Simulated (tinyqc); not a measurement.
Bandgap voltage reference from two bipolar transistors: two steps of the calculation.

Two transistors of area 1 and N carry the same current I. Is(T) = Is (T/T0)^eta exp[(Vg0 q/kB)(1/T0 - 1/T)], VBE1 = Vt ln(I/Is(T)) + I rb, VBE2 = Vt ln(I/(N Is(T))) + I rb/N. The amplifier forces I R1(T) = VBE1 - VBE2 + Vos, with R(T) = R (1 + tc (T - T0)) for both resistors, and the output is Vref = VBE1 + I R2(T). Base currents and the Early effect are neglected.

Values chosen for this exercise; values of the order met in silicon bipolar transistors: reference temperature T0 = 300 K; band-gap voltage extrapolated to 0 K Vg0 = 1.157 V; temperature exponent of the saturation current eta = 3.1; saturation current of the unit transistor at T0 Is = 3.2e-18 A; area ratio of the second transistor N = 10; resistor across which the difference of VBE falls, at T0 R1 = 6.8 kohm; temperature coefficient of both resistors tc = -800 ppm/K; offset of the amplifier Vos = 0 mV; series resistance of the unit transistor rb = 0 ohm; output resistor at T0 R2 = 50.44 kohm; temperature T = 398 K.

Constants: q = 1.602176634e-19 C, kB = 1.380649e-23 J/K. Results are converted to the units shown.

Task 1. Operating point at the reference temperature. Vt = kB T/q; I = (Vt ln N + Vos)/(R1(T) - rb (1 - 1/N)). Evaluate at T = T0.

Wanted: Vt; I; Is(T); VBE1; I R2; Vref.

Result 1.

Vt = 0.025852 V
I = 8.7539 uA
Is(T) = 3.2000e-18 A
VBE1 = 0.74033 V
I R2 = 0.44155 V
Vref = 1.1819 V

Task 2. Operating point at another temperature. 

Find: Vt; I; Is(T); VBE1; I R2; Vref.

Result 2.

Vt = 0.034297 V
I = 12.601 uA
Is(T) = 4.6951e-13 A
VBE1 = 0.58666 V
I R2 = 0.58578 V
Vref = 1.1724 V

From T0 to T, VBE1 changes by -154 mV and I R2 by 144 mV, which leaves -9.43 mV in Vref.

Computed by the program tinyqc: `OMP_NUM_THREADS=1 python tinyqc.py 2062111 2062112 out.jsonl`, one thread of a shared Intel Xeon 2.30GHz, about 0.02 s for the whole run.
